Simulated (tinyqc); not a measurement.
Ways to converge the cycle: SCF convergence aids in the 3-21g basis, for H3+, spin multiplicity 1. Computed by the program tinyqc with PySCF. Command: `OMP_NUM_THREADS=1 python tinyqc.py 112227 112228 out.jsonl`; one thread of a shared host (Intel(R) Xeon(R) Processor @ 2.60GHz), about 0.5 s.

Geometry (angstrom):
```
atom       x       y        z
H     0.0000  0.0000   0.0000
H     0.0000  0.0000   0.9460
H     0.0000  0.0000  -0.9460
```

lowest restricted solution found by these runs and by PySCF = -1.205086 hartree

RHF with one setting changed at a time; a run stops when the energy changes by less than 1e-09 hartree and the error matrix is below 1e-5. The start is random orbitals. Damping d keeps d of the old density; a shift (hartree) raises the virtual levels; DIIS n extrapolates F over n matrices.

Largest element of the error matrix X^T (FDS - SDF) X:
```
iteration    plain  damping 0.3  damping 0.6  shift 0.4   DIIS 3   DIIS 8
1          3.9e-01      3.9e-01      3.9e-01    3.9e-01  3.9e-01  3.9e-01
2          1.7e-01      2.0e-01      2.7e-01    3.5e-01  1.7e-01  1.7e-01
3          3.0e-02      9.2e-02      1.9e-01    1.5e-01  1.8e-02  1.8e-02
4          5.9e-03      4.1e-02      1.4e-01    6.0e-02  1.4e-03  1.4e-03
5          1.4e-03      1.8e-02      9.4e-02    2.5e-02  7.8e-05  7.8e-05
6          3.3e-04      8.6e-03      6.4e-02    1.1e-02  9.9e-06  6.3e-06
8          1.8e-05      1.8e-03      3.0e-02    2.2e-03        -        -
10               -      3.6e-04      1.4e-02    4.4e-04        -        -
14               -      1.7e-05      3.0e-03    1.9e-05        -        -
20               -      1.7e-07      3.2e-04          -        -        -
30               -            -      8.1e-06          -        -        -
```

How each run ends:
```
run          iterations  E (hartree)         state
plain                 9    -1.205086  lowest found
damping 0.3          20    -1.205086  lowest found
damping 0.6          43    -1.205086  lowest found
shift 0.4            15    -1.205086  lowest found
DIIS 3                7    -1.205086  lowest found
DIIS 8                7    -1.205086  lowest found
```

6 of 6 runs reach the lowest restricted solution found, in 7 to 43 iterations (fastest: DIIS 3, DIIS 8). Plain steps already contract here, so damping only slows them. DIIS 3 and DIIS 8 gain by cancelling the error over several earlier matrices, much as a quasi-Newton step does.
